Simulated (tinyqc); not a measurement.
# Electron mobility in a silicon inversion layer, empirical terms and Matthiessen rule: effect of the interlayer thickness

Inversion layer of sheet density Ns on a uniformly doped body, under a high-permittivity gate with an interlayer. The mobility terms are empirical power laws with prefactors chosen for the exercise; adding their inverses (Matthiessen) is itself an approximation.

ni = sqrt(Nc Nv) exp(-Eg/(2 Vt)), Eg in volts; Ndep = sqrt(2 eps0 eps_r Nb (2 Vt ln(Nb/ni) + Vsb)/q); E = q (Ndep + eta Ns)/(eps0 eps_r), in MV/cm. With t = T/(300 K): muC = Ac (Ns/1e12 cm^-2) t/(Nb/1e17 cm^-3 + Nit/1e11 cm^-2), muP = Ap E^(-1/3) t^(-1.75), muS = As E^(-gs), muR = Ar exp(2 ti/lr)/t; 1/mu is the sum of the inverses.

Inputs (values chosen for the exercise); material values close to those of silicon: temperature T = 325 K; band gap Eg = 1.13 eV; relative permittivity of the semiconductor eps_r = 11.9; conduction-band density of states at T Nc = 3.22e19 cm^-3; valence-band density of states at T Nv = 3.03e19 cm^-3; body doping Nb = 6e17 cm^-3; reverse body bias Vsb = 0 V; weight of the inversion charge in the effective field eta = 0.5; phonon-limited mobility at 1 MV/cm and 300 K Ap = 457 cm^2/(V s); roughness-limited mobility at 1 MV/cm As = 1120 cm^2/(V s); exponent of the roughness term gs = 2; Coulomb prefactor Ac = 1700 cm^2/(V s); charge at the interface Nit = 1.9e12 cm^-2; remote-phonon mobility without interlayer Ar = 190 cm^2/(V s); decay length of remote phonons lr = 0.9 nm; inversion density Ns = 9.7e11 cm^-2.

Constants: q = 1.602176634e-19 C, kB = 1.380649e-23 J/K, Vt = kB T/q, eps0 = 8.8541878128e-14 F/cm where lengths are in cm. Results are converted to the units shown.

The same in every row: E (MV/cm) = 0.4809; muC (cm^2/(V s)) = 71.46; muP (cm^2/(V s)) = 507.1; muS (cm^2/(V s)) = 4842.

Effect of the interlayer thickness:

| ti (nm) | muR (cm^2/(V s)) | mu (cm^2/(V s)) |
|---|---|---|
| 0.2 | 273.5 | 50.43 |
| 0.4 | 426.6 | 54.00 |
| 0.6 | 665.4 | 56.57 |
| 0.8 | 1038 | 58.35 |
| 1 | 1618 | 59.56 |
| 1.2 | 2524 | 60.35 |
| 1.4 | 3937 | 60.87 |
| 1.6 | 6140 | 61.21 |
| 1.8 | 9576 | 61.43 |

What does the table show?

As ti goes from 0.2 to 1.8 nm, E stays at 0.481 MV/cm and mu rises from 50.4 to 61.4 cm^2/(V s). The Coulomb term is the smallest in the first and the last row.

Program tinyqc, `OMP_NUM_THREADS=1 python tinyqc.py 2510147 2510148 out.jsonl`; Intel Xeon 2.30GHz, shared host, one thread, about 0.01 s.
